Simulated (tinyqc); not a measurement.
# MOSFET in saturation, small-signal circuit and noise: effect of the overlap and fringe capacitance per side on speed and noise

Bias by the inversion coefficient IC = I/Ispec (charge-based model with velocity saturation; weak inversion below 0.1, strong above 10). Common-source circuit: gm, gds, Cgs, Cgd and Cj at the inner nodes, Rg in series with the gate; quasi-static, no source or drain resistance, no gate-body capacitance, no substrate network, no induced gate noise, so fmax is an upper estimate.

Ispec = 2 n mu Cox (W/L) Vt^2, lc = Ls/L, gms = [sqrt((lc IC + 1)^2 + 4 IC) - 1]/[2 + lc (lc IC + 1)], gm = gms Ispec/(n Vt), gds = sg gm. qs = [sqrt(1 + 4 IC) - 1]/2, Cgs = Cox W L qs (2 qs + 3)/(3 (qs + 1)^2) + Cov W, Cgd = Cov W, Cd = Cj W, Rg = Rsh (Wf/L)/(12 Nf) + Rc/W with Nf = W/Wf fingers (not rounded) contacted at both ends. fT = gm/(2 pi (Cgs + Cgd)), fmax = fT/(2 sqrt(Rg (gds + 2 pi fT Cgd))). Channel noise Sid = 4 kB T gam n gm with gam = (1/2 + (2/3) qs)/(1 + qs) + gw lc IC, qs = [sqrt(1 + 4 IC) - 1]/2, lc = Ls/L (the last term an empirical rise with velocity saturation); at the gate, white noise Sw = Sid/gm^2 + 4 kB T Rg. Number fluctuation with correlated mobility: S(f) = K/f, K = q^2 Vt lt Nt/(W L Cox^2) (1 + ac mu Cox I/gm)^2, Vt in eV with Nt per eV. Corner fc = K/Sw. IC is held fixed.

Parameters, values chosen for the exercise: temperature T = 300 K; gate length L = 65 nm; total gate width W = 5 um; gate capacitance Cox = 1.19 uF/cm^2; mobility mu = 140 cm^2/(V s); slope factor n = 1.24; velocity-saturation length Ls = 10 nm; ratio gds/gm sg = 0.057; drain junction capacitance Cj = 0.89 fF/um; sheet resistance of the gate Rsh = 8 ohm; finger width Wf = 0.5 um; gate contact and vertical resistance Rc = 50 ohm um; inversion coefficient IC = 0.29; short-channel excess of the noise factor gw = 0.13; oxide trap density Nt = 8.7e16 cm^-3 eV^-1; tunnelling length into the oxide lt = 0.1 nm; Coulomb scattering coefficient ac = 0 V s/C.

Constants: q = 1.602176634e-19 C, kB = 1.380649e-23 J/K, Vt = kB T/q. Results are converted to the units shown.

The same in every row: I (uA) = 6.160; Rg (ohm) = 10.51; sqrt(Sw) (nV/Hz^0.5) = 8.493; fc (MHz) = 1.739.

Effect of the overlap and fringe capacitance per side on speed and noise:
```
Cov (fF/um)  fT (GHz)  fmax (GHz)
0.05            20.54       494.6
0.15            11.16       219.7
0.25            7.659       142.3
0.35            5.830       105.3
0.45            4.707       83.65
0.55            3.946       69.38
0.65            3.397       59.27
```

As Cov goes from 0.05 to 0.65 fF/um, fT falls from 20.5 to 3.40 GHz, fmax falls from 495 to 59.3 GHz, the white noise stays at 8.49 nV/Hz^0.5 and the corner stays at 1.74 MHz. In every row fmax exceeds 4 fT, where channel resistance and substrate losses, left out here, would cap it.

Program tinyqc, `OMP_NUM_THREADS=1 python tinyqc.py 2150114 2150115 out.jsonl`; Intel Xeon 2.30GHz, shared host, one thread, about 0.01 s.
